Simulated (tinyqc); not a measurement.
Band offset of a heterojunction with an interface dipole (two-band chains, self-consistent charge): one step. Levels and site charges. Four cases, with inputs chosen for the exercise.

Question. Diagonalise, fill the lower half with two electrons each, and sum the electrons on the left (L) less one a site.

Give: levels; electrons on the sites; q.

Case 1.

H (eV):
```
           AL1        CL1        AL2        CL2        AL3        CL3        AR1        CR1        AR2        CR2
AL1  -0.735000  -1.830000          0          0          0          0          0          0          0          0
CL1  -1.830000   0.735000  -1.830000          0          0          0          0          0          0          0
AL2          0  -1.830000  -0.735000  -1.830000          0          0          0          0          0          0
CL2          0          0  -1.830000   0.735000  -1.830000          0          0          0          0          0
AL3          0          0          0  -1.830000  -0.735000  -1.830000          0          0          0          0
CL3          0          0          0          0  -1.830000   0.735000  -1.809889          0          0          0
AR1          0          0          0          0          0  -1.809889  -0.305000  -1.790000          0          0
CR1          0          0          0          0          0          0  -1.790000   1.965000  -1.790000          0
AR2          0          0          0          0          0          0          0  -1.790000  -0.305000  -1.790000
CR2          0          0          0          0          0          0          0          0  -1.790000   1.965000
AR3          0          0          0          0          0          0          0          0          0  -1.790000
CR3   1.809889          0          0          0          0          0          0          0          0          0

           AR3        CR3
AL1          0   1.809889
CL1          0          0
AL2          0          0
CL2          0          0
AL3          0          0
CL3          0          0
AR1          0          0
CR1          0          0
AR2          0          0
CR2  -1.790000          0
AR3  -0.305000  -1.790000
CR3  -1.790000   1.965000
```

Answer.

levels (eV): -3.5199  -3.0649  -2.3287  -2.2271  -0.9637  -0.8222  1.3745  1.9684  3.0740  3.1747  3.9280  4.3869

electrons on the sites: AL1 1.4484, CL1 0.6519, AL2 1.3996, CL2 0.6553, AL3 1.3994, CL3 0.6843, AR1 1.3752, CR1 0.4890, AR2 1.4634, CR2 0.4922, AR3 1.4657, CR3 0.4755

q = 0.2390 electrons

Electrons move to the left, the side whose mid-gap lies lower.

Case 2.

H (eV):
```
           AL1        CL1        AL2        CL2        AR1        CR1        AR2        CR2
AL1  -0.575000  -1.910000          0          0          0          0          0   1.838668
CL1  -1.910000   0.575000  -1.910000          0          0          0          0          0
AL2          0  -1.910000  -0.575000  -1.910000          0          0          0          0
CL2          0          0  -1.910000   0.575000  -1.838668          0          0          0
AR1          0          0          0  -1.838668  -5.985000  -1.770000          0          0
CR1          0          0          0          0  -1.770000   3.345000  -1.770000          0
AR2          0          0          0          0          0  -1.770000  -5.985000  -1.770000
CR2   1.838668          0          0          0          0          0  -1.770000   3.345000
```

Answer.

levels (eV): -7.0025  -6.4146  -3.1450  -1.5245  1.3193  2.9280  3.9572  4.6021

electrons on the sites: AL1 1.4172, CL1 0.6501, AL2 1.3123, CL2 0.5421, AR1 1.8696, CR1 0.1160, AR2 1.8899, CR2 0.2029

q = -0.0783 electrons

Electrons move to the right, the side whose mid-gap lies lower.

Case 3.

H (eV):
```
           AL1        CL1        AL2        CL2        AL3        CL3        AR1        CR1        AR2        CR2
AL1  -0.555000  -2.350000          0          0          0          0          0          0          0          0
CL1  -2.350000   0.555000  -2.350000          0          0          0          0          0          0          0
AL2          0  -2.350000  -0.555000  -2.350000          0          0          0          0          0          0
CL2          0          0  -2.350000   0.555000  -2.350000          0          0          0          0          0
AL3          0          0          0  -2.350000  -0.555000  -2.350000          0          0          0          0
CL3          0          0          0          0  -2.350000   0.555000  -2.151627          0          0          0
AR1          0          0          0          0          0  -2.151627   0.110000  -1.970000          0          0
CR1          0          0          0          0          0          0  -1.970000   0.790000  -1.970000          0
AR2          0          0          0          0          0          0          0  -1.970000   0.110000  -1.970000
CR2          0          0          0          0          0          0          0          0  -1.970000   0.790000
AR3          0          0          0          0          0          0          0          0          0  -1.970000
CR3   2.151627          0          0          0          0          0          0          0          0          0

           AR3        CR3
AL1          0   2.151627
CL1          0          0
AL2          0          0
CL2          0          0
AL3          0          0
CL3          0          0
AR1          0          0
CR1          0          0
AR2          0          0
CR2  -1.970000          0
AR3   0.110000  -1.970000
CR3  -1.970000   0.790000
```

Answer.

levels (eV): -4.4361  -3.7669  -2.8402  -2.7162  -1.0695  -0.8116  1.4154  1.4604  3.2862  3.3299  4.3261  4.5227

electrons on the sites: AL1 1.2572, CL1 0.8012, AL2 1.2502, CL2 0.8033, AL3 1.2429, CL3 0.8303, AR1 1.1506, CR1 0.7890, AR2 1.1572, CR2 0.7885, AR3 1.1642, CR3 0.7656

q = 0.1851 electrons

Electrons move to the left, the side whose mid-gap lies lower.

Case 4.

H (eV):
```
           AL1        CL1        AL2        CL2        AL3        CL3        AR1        CR1        AR2        CR2
AL1  -0.535000  -1.730000          0          0          0          0          0          0          0          0
CL1  -1.730000   0.535000  -1.730000          0          0          0          0          0          0          0
AL2          0  -1.730000  -0.535000  -1.730000          0          0          0          0          0          0
CL2          0          0  -1.730000   0.535000  -1.730000          0          0          0          0          0
AL3          0          0          0  -1.730000  -0.535000  -1.730000          0          0          0          0
CL3          0          0          0          0  -1.730000   0.535000  -2.173223          0          0          0
AR1          0          0          0          0          0  -2.173223  -1.775000  -2.730000          0          0
CR1          0          0          0          0          0          0  -2.730000   0.575000  -2.730000          0
AR2          0          0          0          0          0          0          0  -2.730000  -1.775000  -2.730000
CR2          0          0          0          0          0          0          0          0  -2.730000   0.575000
AR3          0          0          0          0          0          0          0          0          0  -2.730000
CR3   2.173223          0          0          0          0          0          0          0          0          0

           AR3        CR3
AL1          0   2.173223
CL1          0          0
AL2          0          0
CL2          0          0
AL3          0          0
CL3          0          0
AR1          0          0
CR1          0          0
AR2          0          0
CR2  -2.730000          0
AR3  -1.775000  -2.730000
CR3  -2.730000   0.575000
```

Answer.

levels (eV): -5.7744  -4.6926  -3.3282  -3.1055  -1.7971  -1.2631  1.0319  1.2126  2.7711  2.9050  3.8154  4.6249

electrons on the sites: AL1 1.2879, CL1 0.6626, AL2 1.2854, CL2 0.6700, AL3 1.2933, CL3 0.6249, AR1 1.4051, CR1 0.6534, AR2 1.3932, CR2 0.6499, AR3 1.3829, CR3 0.6914

q = -0.1759 electrons

Electrons move to the right, the side whose mid-gap lies lower.

Computed by tinyqc, one run a case: `OMP_NUM_THREADS=1 python tinyqc.py N N+1 out.jsonl` with N = 1450455, 1450577, 1450606, 1450692; one thread of a shared Intel(R) Xeon(R) Processor @ 2.30GHz, about 0.5 s a run at most.
